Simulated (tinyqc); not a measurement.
Worked calculation: G0W0 on RHF in the 6-311g basis, for H2, spin multiplicity 1. One step of it, computed by the program tinyqc.

Task: G0W0 on Hartree-Fock: LUMO. W(p,q,m) = sqrt2 sum_ia (pq|ia) (X+Y)_ia,m; Sigma_c(x) = sum_(i,m) W^2/(x - e_i + w_m) + sum_(a,m) W^2/(x - e_a - w_m); solve x = e_p + Sigma_c(x) by Newton steps; Z = 1/(1 - dSigma/dx); 1 hartree = 27.211386 eV.

orbital energies (hartree): MO1 -0.629289, MO2 0.183301, MO3 0.298059, MO4 0.698988, MO5 2.269942, MO6 2.919888

Two-electron integrals over orbitals (pq|rs), unique and non-zero (hartree):
```
p,q,r,s,(pq|rs)
1,1,1,1,0.691166
2,1,2,1,0.035374
2,2,1,1,0.337075
2,2,2,2,0.291806
3,1,1,1,-0.140952
3,1,2,2,-0.019307
3,1,3,1,0.054374
3,2,2,1,0.024435
3,2,3,2,0.044915
3,3,1,1,0.367807
3,3,2,2,0.271141
3,3,3,1,-0.033191
3,3,3,3,0.282235
4,1,2,1,-0.054762
4,1,3,2,-0.015330
4,1,4,1,0.104373
4,2,1,1,-0.129682
4,2,2,2,-0.038211
4,2,3,1,0.033175
4,2,3,3,-0.042318
4,2,4,2,0.046880
4,3,2,1,0.020796
4,3,3,2,0.016650
4,3,4,1,-0.033373
4,3,4,3,0.018987
4,4,1,1,0.520999
4,4,2,2,0.321243
4,4,3,1,-0.079452
4,4,3,3,0.316671
4,4,4,2,-0.099517
4,4,4,4,0.452192
5,1,1,1,-0.118969
5,1,2,2,-0.006245
5,1,3,1,0.058498
5,1,3,3,-0.025481
5,1,4,2,0.019854
5,1,4,4,-0.053597
5,1,5,1,0.104773
5,2,2,1,0.003484
5,2,3,2,0.000847
5,2,4,1,-0.003866
5,2,4,3,-0.004732
5,2,5,2,0.008415
5,3,1,1,0.123955
5,3,2,2,0.027022
5,3,3,1,-0.041729
5,3,3,3,0.036314
5,3,4,2,-0.031048
5,3,4,4,0.074282
5,3,5,1,-0.051180
5,3,5,3,0.039623
5,4,2,1,-0.008535
5,4,3,2,-0.022641
5,4,4,1,-0.002942
5,4,4,3,0.001549
5,4,5,2,-0.011777
5,4,5,4,0.034129
5,5,1,1,0.665780
5,5,2,2,0.325033
5,5,3,1,-0.136661
5,5,3,3,0.359568
5,5,4,2,-0.118665
5,5,4,4,0.494487
5,5,5,1,-0.141523
5,5,5,3,0.129305
5,5,5,5,0.674979
6,1,2,1,-0.027870
6,1,3,2,0.009937
6,1,4,1,0.072699
6,1,4,3,-0.029642
6,1,5,2,0.016136
6,1,5,4,-0.044645
6,1,6,1,0.110952
6,2,1,1,-0.022252
6,2,2,2,0.012171
6,2,3,1,0.017886
6,2,3,3,0.002045
6,2,4,2,-0.000750
6,2,4,4,-0.002736
6,2,5,1,0.030851
6,2,5,3,-0.011282
6,2,5,5,-0.028677
6,2,6,2,0.015857
6,3,2,1,0.025457
6,3,3,2,0.003806
6,3,4,1,-0.051394
6,3,4,3,0.016990
6,3,5,2,-0.002389
6,3,5,4,0.014003
6,3,6,1,-0.053653
6,3,6,3,0.033146
6,4,1,1,0.157048
6,4,2,2,0.017672
6,4,3,1,-0.061585
6,4,3,3,0.039877
6,4,4,2,-0.036174
6,4,4,4,0.088938
6,4,5,1,-0.081504
6,4,5,3,0.050531
6,4,5,5,0.164171
6,4,6,2,-0.028721
6,4,6,4,0.087926
6,5,2,1,0.062102
6,5,3,2,0.015370
6,5,4,1,-0.122272
6,5,4,3,0.046687
6,5,5,2,-0.012212
6,5,5,4,0.037987
6,5,6,1,-0.139327
6,5,6,3,0.081313
6,5,6,5,0.215350
6,6,1,1,0.738473
6,6,2,2,0.344991
6,6,3,1,-0.167148
6,6,3,3,0.375691
6,6,4,2,-0.141485
6,6,4,4,0.554126
6,6,5,1,-0.196266
6,6,5,3,0.157673
6,6,5,5,0.755921
6,6,6,2,-0.044469
6,6,6,4,0.217167
6,6,6,6,0.896708
```

excitation energies w (hartree): 0.861227  1.022010  1.521804  3.104472  3.769399

X + Y:
```
,1,2,3,4,5
1>2,0.961771,0.000000,-0.101795,0.000000,-0.006953
1>3,0.000000,0.951612,0.000000,0.024427,0.000000
1>4,0.173760,0.000000,0.923723,0.000000,0.031646
1>5,0.000000,-0.075276,0.000000,0.965414,0.000000
1>6,0.014982,0.000000,-0.083810,0.000000,0.968860
```

Give: The 12 largest terms at x = e_p; Newton steps; quasiparticle energy of the LUMO; Hartree-Fock value.

Result:

The 12 largest terms at x = e_p (hartree; W for the signs of X + Y given):
```
q,m,W,term
1,3,-0.073,2.30e-03
4,2,0.043,-1.18e-03
3,1,0.030,-9.02e-04
1,1,0.034,6.93e-04
2,2,-0.025,-6.27e-04
3,3,-0.025,-3.73e-04
1,5,-0.041,3.67e-04
6,4,0.043,-3.13e-04
4,4,0.028,-2.20e-04
6,2,0.021,-1.15e-04
5,5,0.022,-8.19e-05
3,5,0.013,-4.15e-05
```

Newton steps (hartree):
```
step,x,Sigma_c(x),Z
0,0.183,-5.36e-04,0.996
1,0.183,-5.34e-04,0.996
2,0.183,-5.34e-04,0.996
```

quasiparticle energy of the LUMO = 4.973 eV

Hartree-Fock value = 4.988 eV
